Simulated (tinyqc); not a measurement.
# n-type polysilicon, carrier trapping at grain boundaries: two studies

One-dimensional grains of size Lg, uniform ionised doping N, monovalent traps Qt at each boundary at a depth Et below (for electrons) or above (for holes) the band edge there, abrupt depletion of width W on each side of a boundary, Boltzmann statistics. xi is the distance from the band edge at the grain centre to the Fermi level. Trapped charge Qt/(1 + exp((xi + VB - Et)/Vt)) = 2 N W, barrier VB = q N W^2/(2 eps0 eps_r).

Values chosen for this exercise; values of the order met in polycrystalline silicon: temperature T = 300 K; relative permittivity eps_r = 11.7; conduction-band density of states at T NB = 2.8e19 cm^-3; grain size Lg = 50 nm; trap density of a grain boundary Qt = 3.8e12 cm^-2; depth of the trap level from the majority band edge at the boundary Et = 0.48 eV; mass for thermionic emission ms = 0.57 m0; correction factor of the emission rate fe = 1; mobility inside the grains mug = 110 cm^2/(V s); doping N = 3.5e18 cm^-3.

Constants: q = 1.602176634e-19 C, kB = 1.380649e-23 J/K, m0 = 9.1093837015e-31 kg, Vt = kB T/q, eps0 = 8.8541878128e-14 F/cm where lengths are in cm. Results are converted to the units shown.

Each table varies one quantity; the others keep the values above.

## Effect of the doping

If the trap equation with xi = Vt ln(NB/N) has a root W < Lg/2, the grain is partly depleted; otherwise W = Lg/2 and the trap equation gives xi = Et - VB + Vt ln(Qt/(N Lg) - 1). N* = Qt/Lg. n0 = NB exp(-xi/Vt); mean density n0 (1 - 2 W/Lg) by charge balance in a partly depleted grain, and n0 (sqrt(pi)/2) erf(u)/u with u = sqrt(VB/Vt) in a fully depleted one; v = sqrt(kB T/(2 pi ms m0)); barrier resistivity Vt exp(VB/Vt)/(q fe n0 v Lg); grain resistivity (1 - 2 W/Lg)/(q n0 mug); effective mobility 1/(q mean density total resistivity). Rows with xi above 0.45 V, towards mid-gap, are left out, since the other carrier type is ignored.

Effect of the doping:
columns A: N (cm^-3); B: N/N*; C: depleted share 2 W/Lg; D: VB (V); E: xi (V); F: mean density (cm^-3); G: resistivity (ohm cm); H: effective mobility (cm^2/(V s))
```
A             B         C         D         E          F         G         H
2.3e17  0.30263    1.0000   0.11116   0.39042  3.2942e12     86302    21.955
4.2e17  0.55263    1.0000   0.20299   0.27155  2.4288e14     30318   0.84761
7.6e17   1.0000   0.93202   0.31908  0.093239  5.1662e16    2731.5  0.044230
1.4e18   1.8421   0.54265   0.19925  0.077446  6.4029e17    14.408   0.67655
2.5e18   3.2895   0.30400   0.11166  0.062456  1.7400e18   0.28800    12.455
4.6e18   6.0526   0.16522  0.060687  0.046693  3.8400e18  0.030890    52.619
8.4e18   11.053  0.090476  0.033233  0.031125  7.6400e18  0.010043    81.344
```

What does the table show?

As N goes from 2.3e17 to 8.4e18, VB goes from 0.111 through a maximum of 0.319 (at N = 7.6e17 among the rows listed) to 0.0332 V, the resistivity falls from 86300 to 0.0100 ohm cm and the effective mobility goes from 22.0 through a minimum of 0.0442 (at N = 7.6e17 among the rows listed) to 81.3 cm^2/(V s). The steepest fall of the resistivity among the rows, as N^(-8.6), lies between N = 7.6e17 and 1.4e18 cm^-3; N* = 7.60e17 cm^-3. While the grain is fully depleted VB grows as N; once the traps are full it falls as 1/N. For N = 2.5e18, 4.6e18, 8.4e18 xi is under 2.5 Vt, where Boltzmann statistics begin to fail. For N = 7.6e17 the grain is near the changeover between partial and full depletion, within a few Debye lengths, where both limits are rough.

## Effect of the trap density of a grain boundary

Same model as above.

N* = Qt/Lg.

The same in every row: xi (V) = 0.05376.

Results:
columns A: Qt (cm^-2); B: N/N*; C: depleted share 2 W/Lg; D: VB (V); E: mean density (cm^-3); F: resistivity (ohm cm); G: effective mobility (cm^2/(V s))
```
A           B        C         D         E        F         G
2e11    87.50  0.01143  2.209e-4  3.460e18  0.01864     96.79
3.4e11  51.47  0.01943  6.385e-4  3.432e18  0.01855     98.04
5.7e11  30.70  0.03257  0.001795  3.386e18  0.01846     99.87
1.6e12  10.94  0.09143   0.01414  3.180e18  0.01920     102.2
2.8e12  6.250   0.1600   0.04330  2.940e18  0.02743     77.38
4.7e12  3.723   0.2686    0.1220  2.560e18   0.3020     8.072
8e12    2.188   0.4445    0.3342  1.944e18     1066  0.003013
```

Estimate the missing row, Qt = 9.7e11 cm^-2.

Computed row:
columns A: Qt (cm^-2); B: N/N*; C: depleted share 2 W/Lg; D: VB (V); E: mean density (cm^-3); F: resistivity (ohm cm); G: effective mobility (cm^2/(V s))
```
A           B        C         D         E        F      G
9.7e11  18.04  0.05543  0.005197  3.306e18  0.01848  102.2
```

With this row back in the table: As Qt goes from 2e11 to 8e12, VB rises from 2.21e-4 to 0.334 V, the resistivity goes from 0.0186 through a minimum of 0.0185 (at Qt = 5.7e11 among the rows listed) to 1070 ohm cm and the effective mobility goes from 96.8 through a maximum of 102 (at Qt = 1.6e12 among the rows listed) to 0.00301 cm^2/(V s). In every row xi is under 2.5 Vt, where Boltzmann statistics begin to fail. For Qt = 2e11, 3.4e11, 5.7e11, 9.7e11, 1.6e12 VB is below Vt, where abrupt depletion and thermionic emission are rough.

tinyqc, about 0.01 s, one thread, Intel Xeon 2.30GHz (shared host): `OMP_NUM_THREADS=1 python tinyqc.py 2830175 2830176 out.jsonl`
